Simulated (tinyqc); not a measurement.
# AlGaN/GaN HEMT with access regions, lumped model: effect of the share of the drain-access electrons removed by traps

A polarisation-induced electron sheet under a Schottky gate, in series with two ungated access regions and contacts. Drift law v = mu E/(1 + mu E/vs) under the gate. Currents in mA/mm, resistances in ohm mm. No self-heating, no channel-length modulation; fits for polarisation, barrier and offset are chosen for the exercise.

sigma = (5e13 x + 1.6e13 x^2) cm^-2, phiB = 0.84 + 1.3 x, dEc = 0.7 (1.71 x + x^2) in volts, Cb = eps0 eps_r/d, VT = phiB - dEc - q sigma/Cb, access density n0 = -Cb VT/q. Access resistance R(L, n) = L/(q mu n sqrt(1 - (I/(q n vs))^2)); Rs = Rc + R(Ls, n0), Rd = Rc + R(Ld, (1 - ft) n0). Vg' = Vg - I Rs, Vd' = Vd - I (Rs + Rd); with u = Vg' - VT, Vc = vs Lg/mu and w the smaller of Vd' and Vc [sqrt(1 + 2 u/Vc) - 1] (0 if negative), the channel gives (mu Cb/Lg)(u w - w^2/2)/(1 + w/Vc). I equals that channel current. Isat is I at Vd = 10 V, gm = dIsat/dVg, Ron the limit of Vd/I at small Vd.

Inputs (values chosen for the exercise); values close to those of AlGaN/GaN structures: aluminium share of the barrier x = 0.25; barrier thickness d = 15 nm; relative permittivity of barrier and channel eps_r = 9.5; channel mobility mu = 1300 cm^2/(V s); saturation velocity vs = 1.6e7 cm/s; gate length Lg = 0.15 um; source access length Ls = 1 um; drain access length Ld = 1.5 um; resistance of each contact Rc = 0.17 ohm mm; gate voltage Vg = 1 V.

Constants: q = 1.602176634e-19 C, eps0 = 8.8541878128e-14 F/cm where lengths are in cm. Results are converted to the units shown.

The same in every row: VT (V) = -3.035; n0 (cm^-2) = 1.062e13.

Result of one run:
```
Ron (ohm mm)  Isat (mA/mm)  gm (mS/mm)
1.596                 1713       401.4
```

Which share of the drain-access electrons removed by traps ft gave this result: 0, 0.1, 0.5, 0.6 or 0.7?

ft = 0.1.

The whole series:
```
ft   Ron (ohm mm)  Isat (mA/mm)  gm (mS/mm)
0           1.521          1713       401.4
0.1         1.596          1713       401.4
0.2         1.690          1713       401.4
0.3         1.811          1713       401.4
0.4         1.973          1594       4.379
0.5         2.199          1332      0.8007
0.6         2.538          1067      0.2455
0.7         3.103         801.3     0.08107
```

As ft goes from 0 to 0.7, Ron rises from 1.52 to 3.10 ohm mm, Isat falls from 1710 to 801 mA/mm and gm falls from 401 to 0.0811 mS/mm. The ceiling Cb vs is 897 mS/mm. In every row the power passes 5 W/mm, where self-heating, left out here, lowers the current. For ft = 0.4 to 0.7 the gated channel is not yet saturated at 10 V, because the access regions take the voltage, and gm drops. In every row Vg comes within 0.2 V of phiB or passes it, so at low drain current, as for Ron, the Schottky gate would conduct.

tinyqc, about 0.02 s, one thread, Intel Xeon 2.30GHz (shared host): `OMP_NUM_THREADS=1 python tinyqc.py 2570060 2570061 out.jsonl`
